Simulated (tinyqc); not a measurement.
Hole mobility in a silicon inversion layer, empirical terms and Matthiessen rule: one step of the calculation.

Inversion layer of sheet density Ns on a uniformly doped body. The mobility terms are empirical power laws with prefactors chosen for the exercise; adding their inverses (Matthiessen) is itself an approximation.

Question. Inversion density for the measured current. I = (W/L) q Ns mu Vd. E = q (Ndep + eta Ns)/(eps0 eps_r) in MV/cm. With t = T/(300 K): muC = Ac (Ns/1e12 cm^-2) t/(Nb/1e17 cm^-3 + Nit/1e11 cm^-2), muP = Ap E^(-1/3) t^(-1.75), muS = As E^(-gs); 1/mu is the sum of the inverses. Ns(new) = I/((W/L) q mu Vd).

Parameters, values chosen for the exercise; material values close to those of silicon: temperature T = 350 K; relative permittivity of the semiconductor eps_r = 11.7; body doping Nb = 1.3e17 cm^-3; weight of the inversion charge in the effective field eta = 0.3333; phonon-limited mobility at 1 MV/cm and 300 K Ap = 115 cm^2/(V s); roughness-limited mobility at 1 MV/cm As = 496 cm^2/(V s); exponent of the roughness term gs = 1; Coulomb prefactor Ac = 2000 cm^2/(V s); charge at the interface Nit = 2.9e11 cm^-2; ratio W/L WL = 1; drain voltage Vd = 0.02 V; measured linear current I = 2.05 uA.

Constants: q = 1.602176634e-19 C, eps0 = 8.8541878128e-14 F/cm where lengths are in cm. Results are converted to the units shown.

Ns at the start = 1.1e13 cm^-2
Ndep = 1.7416725e12 cm^-2

Find: E; mu; Ns after iteration 1.

Answer.

E = 0.8364 MV/cm
mu = 79.49 cm^2/(V s)
Ns after iteration 1 = 8.048e12 cm^-2

Program tinyqc, `OMP_NUM_THREADS=1 python tinyqc.py 2510075 2510076 out.jsonl`; Intel Xeon 2.30GHz, shared host, one thread, about 0.01 s.
